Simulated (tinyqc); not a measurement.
ESD clamp with bipolar snapback, compact model and design window: effect of the exponent of the multiplication.

The drain junction multiplies the current that enters it: Igen = (M - 1)(Ic + I0), M = 1/(1 - (Vj/BV)^n). The generated holes leave through the substrate resistance and the base of the parasitic npn: Igen = Vb/Rb + Ic/be, Ic = Is exp(Vb/Vt). Terminal current I = Ic + I0 + Igen and voltage V = Vj + I Ro, per width. Isothermal, constant gain.

For given Vb: Ic, Igen, M = 1 + Igen/(Ic + I0), Vj = BV (1 - 1/M)^(1/n), I and V. Vt1 is the maximum of V along the curve, Vh the following minimum, Vt2 the voltage at I = It2. It1 and Ih are the currents at Vt1 and Vh.

Parameters, values chosen for the exercise; values close to those of grounded-gate n-channel clamps: temperature T = 300 K; junction breakdown voltage BV = 6.4 V; current gain of the parasitic npn be = 11.7; saturation current Is = 5.1e-17 A/um; junction leakage I0 = 1.2e-12 A/um; substrate resistance Rb = 8100 ohm um; drain ballast and contact resistance Ro = 160 ohm um; failure current for 100 ns It2 = 5.3 mA/um.

Constants: q = 1.602176634e-19 C, kB = 1.380649e-23 J/K, Vt = kB T/q. Results are converted to the units shown.

Result of one run:

| Vt1 (V) | It1 (uA/um) | Vh (V) | Ih (uA/um) | Vt2 (V) | Vt2 - Vt1 (V) |
|---|---|---|---|---|---|
| 6.410 | 63.80 | 4.349 | 1993 | 4.655 | -1.754 |

Which exponent of the multiplication n gave this result: 2, 2.5, 4 or 4.5?

n = 4.5.

The whole series:

| n | Vt1 (V) | It1 (uA/um) | Vh (V) | Ih (uA/um) | Vt2 (V) | Vt2 - Vt1 (V) |
|---|---|---|---|---|---|---|
| 2 | 6.409 | 61.05 | 2.574 | 2270 | 2.837 | -3.572 |
| 2.5 | 6.409 | 61.81 | 3.097 | 2256 | 3.361 | -3.049 |
| 3 | 6.409 | 62.42 | 3.513 | 2204 | 3.784 | -2.625 |
| 3.5 | 6.410 | 62.95 | 3.848 | 2137 | 4.130 | -2.279 |
| 4 | 6.410 | 63.40 | 4.122 | 2065 | 4.416 | -1.994 |
| 4.5 | 6.410 | 63.80 | 4.349 | 1993 | 4.655 | -1.754 |
| 5 | 6.410 | 64.16 | 4.539 | 1924 | 4.858 | -1.552 |
| 5.5 | 6.410 | 64.49 | 4.701 | 1859 | 5.032 | -1.377 |
| 6 | 6.410 | 64.79 | 4.840 | 1797 | 5.183 | -1.227 |

As n goes from 2 to 6, Vt1 stays near 6.41 V, It1 rises from 61.1 to 64.8 uA/um, Vh rises from 2.57 to 4.84 V and Vt2 rises from 2.84 to 5.18 V. Vt2 exceeds Vt1, the condition for all fingers to turn on, in 0 of the 9 rows.

Numbers from tinyqc (`OMP_NUM_THREADS=1 python tinyqc.py 2670134 2670135 out.jsonl`; about 0.01 s on one thread of a shared Intel Xeon 2.30GHz).
